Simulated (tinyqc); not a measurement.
Worked calculation: plane-wave Kohn-Sham cycle with exchange-only LDA in a layered model solid. One step of it, computed by the program tinyqc.

Question. Iteration 1: potential. V_H(G) = 4 pi rho(G)/G^2 for G != 0 (uniform background); v_x = -(3 rho/pi)^(1/3); V = V_ext + V_H + v_x; Fourier components f(G_m) = (1/N) sum_j f(x_j) exp(-i G_m x_j).

A solid whose potential varies along x alone (atomic units):
```
parameter                      value
period a                    8.500000
cross-section of the cell  34.000000
electrons per cell                 2
grid points                       16
plane waves -n..n, n               3
k points                           4
V1 in V1 cos(2 pi x/a)     -0.200000
```

density at the start, on the grid x_j = j a/N (e/bohr^3): [0.00692042, 0.00692042, 0.00692042, 0.00692042, 0.00692042, 0.00692042, 0.00692042, 0.00692042, 0.00692042, 0.00692042, 0.00692042, 0.00692042, 0.00692042, 0.00692042, 0.00692042, 0.00692042]

Give: Potentials on the grid; V(G_m), m = 0, 1, 2, ....

Answer.

Potentials on the grid (hartree):
```
x         V_ext     V_H      v_x        V
0.0000  -0.2000  0.0000  -0.1877  -0.3877
0.5312  -0.1848  0.0000  -0.1877  -0.3724
1.0625  -0.1414  0.0000  -0.1877  -0.3291
1.5938  -0.0765  0.0000  -0.1877  -0.2642
2.1250        0  0.0000  -0.1877  -0.1877
2.6562   0.0765  0.0000  -0.1877  -0.1111
3.1875   0.1414  0.0000  -0.1877  -0.0462
3.7188   0.1848  0.0000  -0.1877  -0.0029
4.2500   0.2000  0.0000  -0.1877   0.0123
4.7812   0.1848  0.0000  -0.1877  -0.0029
5.3125   0.1414  0.0000  -0.1877  -0.0462
5.8438   0.0765  0.0000  -0.1877  -0.1111
6.3750        0  0.0000  -0.1877  -0.1877
6.9062  -0.0765  0.0000  -0.1877  -0.2642
7.4375  -0.1414  0.0000  -0.1877  -0.3291
7.9688  -0.1848  0.0000  -0.1877  -0.3724
```

V(G_m), m = 0, 1, 2, ... (hartree): [-0.1877, -0.1000, 0.0000, 0.0000, 0.0000, 0.0000, 0.0000]
